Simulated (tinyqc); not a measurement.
# Punch-through p+-n junction, ionisation integral and breakdown: effects of single changes

A p+ layer at x < 0 and an n drift layer from x = 0 to L on an n+ substrate. Depletion approximation, built-in voltage neglected. Local ionisation coefficients alpha_n = an exp(-(bn/E)^mx), alpha_p = ap exp(-(bp/E)^mx). Electrons move towards +x, holes towards x = 0.

Inputs (values chosen for the exercise); material values close to those of germanium: relative permittivity eps_r = 15.9; prefactor of the electron ionisation coefficient an = 1.62e7 1/cm; field constant for electrons bn = 1.48e6 V/cm; prefactor of the hole ionisation coefficient ap = 9.44e6 1/cm; field constant for holes bp = 1.28e6 V/cm; exponent mx = 1; electron mobility of the drift layer mu = 3840 cm^2/(V s); donor density of the drift layer N = 4.3e15 cm^-3; thickness of the drift layer L = 3 um.

Constants: q = 1.602176634e-19 C, eps0 = 8.8541878128e-14 F/cm where lengths are in cm. Results are converted to the units shown.

Each table varies one quantity; the others keep the values above.

## Multiplication against voltage

W = sqrt(2 eps0 eps_r V/(q N)), peak field E0 = q N W/(eps0 eps_r), falling linearly to 0 at W; if W > L the layer is punched through: W = L, E0 = V/L + q N L/(2 eps0 eps_r), falling linearly to E1 = V/L - q N L/(2 eps0 eps_r). G(x) = integral from 0 to x of (alpha_n - alpha_p); I_n = integral of alpha_n exp(-G) (electrons injected at x = 0), I_p = integral of alpha_p exp(G(end) - G) (holes injected at the far edge); M = 1/(1 - I). Integrals on a fine grid; BV is where I_n = 1. Here BV = 42.0314 V; the Miller exponent is n = ln(1 - 1/M)/ln(V/BV).

Result of one run:
```
V (V)  E0 (kV/cm)    I_n    I_p   M_n   M_p  Miller n, electrons  Miller n, holes
41.4          211  0.903  0.941  10.4  17.0                 6.71             4.00
```

What becomes of these results when the reverse voltage V is changed from 41.4 to 25.2 V, all else the same?

Result of the changed run:
```
V (V)  E0 (kV/cm)     I_n     I_p   M_n   M_p  Miller n, electrons  Miller n, holes
25.2          157  0.0391  0.0873  1.04  1.10                 6.34             4.77
```

The whole series:
```
V (V)  E0 (kV/cm)      I_n      I_p   M_n   M_p  Miller n, electrons  Miller n, holes
16.8          128  0.00308  0.00963  1.00  1.01                 6.30             5.06
21            143   0.0129   0.0337  1.01  1.03                 6.27             4.89
25.2          157   0.0391   0.0873  1.04  1.10                 6.34             4.77
29.4          171    0.101    0.192  1.11  1.24                 6.41             4.61
33.6          185    0.233    0.371  1.30  1.59                 6.50             4.42
36.1          194    0.369    0.520  1.58  2.08                 6.56             4.30
38.7          202    0.578    0.709  2.37  3.44                 6.63             4.16
40.4          208    0.768    0.851  4.30  6.73                 6.68             4.06
41.4          211    0.903    0.941  10.4  17.0                 6.71             4.00
```

M_n rises from 1.003 to 10.4 and M_p from 1.010 to 17.0; both diverge at BV. The Miller exponent for electrons goes from 6.30 through a minimum of 6.27 (at V = 21 among the rows listed) to 6.71 and that for holes falls from 5.06 to 4.00. The larger multiplication belongs to holes, whose coefficient at the peak field of the last row is 1.50 times the other.

## Effect of the drift doping

Same model as above.

Specific on-resistance Ron = L/(q mu N) with constant mobility and full ionisation.

Effect of the drift doping:
```
N (cm^-3)  BV (V)  E0 at BV (kV/cm)  W at BV (um)  Ron (mohm cm^2)  BV^2/Ron (MW/cm^2)  eps0 eps_r mu E0^3/4 (MW/cm^2)
3.6e14       50.2               174          3.00             1.35                1.86                            7.07
6.9e14       50.1               179          3.00            0.707                3.55                            7.72
1.3e15       49.5               187          3.00            0.375                6.53                            8.87
2.5e15       47.3               200          3.00            0.195                11.5                            10.9
4.9e15       40.0               217          3.00           0.0995                16.1                            13.8
9.3e15       26.2               235          2.22           0.0524                13.1                            17.6
1.8e16       16.2               257          1.26           0.0271                9.66                            23.1
3.4e16       10.3               282         0.730           0.0143                7.40                            30.4
```

What does the table show?

BV falls from 50.2 to 10.3 V while the critical field rises from 174 to 282 kV/cm. BV goes as N^(0.00) between the first two rows and N^(-0.71) between the last two (a coefficient proportional to E^7 gives -0.75 without punch-through). BV^2/Ron goes from 1.86 through a maximum of 16.1 (at N = 4.9e15 among the rows listed) to 7.40 MW/cm^2; the layer is punched through at breakdown in 5 of the 8 rows. For N = 1.8e16, 3.4e16 the layer is under 0.5 um wide or BV under 16 V, so dead space, tunnelling and the built-in voltage, all left out, matter.

## Effect of the drift thickness

Same model as above.

The value eps0 eps_r mu E0^3/4 holds for a triangular field; a layer that punches through can exceed it.

Effect of the drift thickness:
```
L (um)  BV (V)  E0 at BV (kV/cm)  W at BV (um)  Ron (mohm cm^2)  BV^2/Ron (MW/cm^2)  eps0 eps_r mu E0^3/4 (MW/cm^2)
0.65      13.4               221         0.650           0.0246                7.26                            14.7
0.88      17.2               217         0.880           0.0333                8.91                            13.8
1.2       22.2               215          1.20           0.0454                10.9                            13.4
1.6       27.9               214          1.60           0.0605                12.9                            13.2
2.1       34.0               214          2.10           0.0794                14.6                            13.2
2.9       41.3               214          2.90            0.110                15.6                            13.2
3.9       46.1               214          3.90            0.147                14.4                            13.2
5.2       46.6               214          4.36            0.197                11.0                            13.2
7         46.6               214          4.36            0.265                8.20                            13.2
```

What does the table show?

BV rises from 13.4 to 46.6 V and saturates once L exceeds the free depleted width of 4.36 um, while Ron keeps rising as L. BV^2/Ron goes from 7.26 through a maximum of 15.6 (at L = 2.9 um among the rows listed) to 8.20 MW/cm^2. The best row has L = 0.66 of that width: the last part of the triangle adds little voltage but its full share of resistance. For L = 0.65 the layer is under 0.5 um wide or BV under 16 V, so dead space, tunnelling and the built-in voltage, all left out, matter.

Numbers from tinyqc (`OMP_NUM_THREADS=1 python tinyqc.py 2120003 2120004 out.jsonl`; about 0.06 s on one thread of a shared Intel Xeon 2.30GHz).
